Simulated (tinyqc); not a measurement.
# Worked calculation: MESFET, gradual channel with velocity saturation

Program tinyqc, `OMP_NUM_THREADS=1 python tinyqc.py 2500152 2500153 out.jsonl`; Intel Xeon 2.30GHz, shared host, one thread, about 0.07 s. Printed values are rounded.

A uniformly doped n-type channel, depleted from the top by a Schottky gate; at channel potential V the depleted share of a is u = sqrt((Vbi - Vg + V)/Vp), s at the source. Electrons drift with v = mu E/(1 + mu E/vsat). Abrupt depletion edge, no series resistance, source at 0.

Inputs (values chosen for the exercise); material values close to those of 4H silicon carbide: temperature T = 325 K; relative permittivity of the semiconductor eps_r = 9.53; conduction-band density of states at T Nc = 1.93e19 cm^-3; donor density of the channel Nd = 1.5e17 cm^-3; channel thickness a = 130 nm; low-field mobility at this doping mu = 420 cm^2/(V s); saturation velocity vsat = 2.7e7 cm/s; gate length L = 2 um; gate width W = 200 um; Schottky barrier phiB = 0.66 V; gate voltage Vg = 0 V; drain voltage Vd = 0.57 V.

Constants: q = 1.602176634e-19 C, kB = 1.380649e-23 J/K, Vt = kB T/q, eps0 = 8.8541878128e-14 F/cm where lengths are in cm. Results are converted to the units shown.

## Built-in and pinch-off voltages

Vbi = phiB - Vt ln(Nc/Nd); Vp = q Nd a^2/(2 eps0 eps_r); G0 = q mu Nd a W/L; Z = mu Vp/(vsat L); s = sqrt((Vbi - Vg)/Vp). VT = Vbi - Vp.

Vbi = 0.523967 V
Vp = 2.40667 V
VT = -1.88270 V
G0 = 13.1218 mS
Z = 0.187186
s = 0.466599

Z = 0.187: velocity saturation is a small correction.

## Current below saturation

u = sqrt((Vbi - Vg + Vd)/Vp). I = (G0 Vp/3) F/(1 + Z (u^2 - s^2)), F = 3 (u^2 - s^2) - 2 (u^3 - s^3), with u at V = Vd; Z = 0 gives constant mobility, for which u stops at 1.

u = 0.674208
F = 0.300765
I for Z = 0 = 3.16605 mA
I = 3.03164 mA

The falling mobility lowers the current by 4.25 %.

## Iteration 1: the saturation point by Newton steps

u at the start = 0.73

a is the channel (half-)thickness, Vp its pinch-off voltage and Z = mu Vp/(vsat L); an iterate with u > 1 is an overshoot, not a physical state. f = (1 - u)(1 + Z (u^2 - s^2)) - Z F/3, F = 3 (u^2 - s^2) - 2 (u^3 - s^3); f' = -(1 + Z (u^2 - s^2)); u(new) = u - f/f'.

f = 0.262800
f' = -1.05900
u after iteration 1 = 0.978159

## Iteration 2: the saturation point by Newton steps

As before.

f = -0.00936857
f' = -1.13835
u after iteration 2 = 0.969929

## Course of the iteration: the saturation point by Newton steps

Stop when u changes by less than 1e-10, or after 60 iterations.

Course of the iteration:

| iteration | u | \|change\| |
|---|---|---|
| 1 | 0.978159 | 0.248 |
| 2 | 0.969929 | 8.23e-3 |
| 3 | 0.969918 | 1.09e-5 |
| 4 | 0.969918 | 1.90e-11 |

Converged in 4 iterations. At the end the number of correct digits about doubles with each step.

## Saturation voltage, current and transconductance

um = 0.969918

Vdsat = Vp (um^2 - s^2); Isat = (G0 Vp/Z)(1 - um), which is q Nd vsat a W (1 - um); gm = G0 (um - s)/(1 + Z (um^2 - s^2)). For Z = 0: Vdsat = Vp (1 - s^2), Isat = (G0 Vp/3)(1 - 3 s^2 + 2 s^3), gm = G0 (1 - s).

Vdsat = 1.74009 V
Isat = 5.07507 mA
gm = 5.81717 mS
Vdsat for Z = 0 = 1.88270 V
Isat for Z = 0 = 5.78994 mA
gm for Z = 0 = 6.99920 mS

The current saturates with 3.01 % of the channel still open at the drain, at 0.877 of the constant-mobility current.
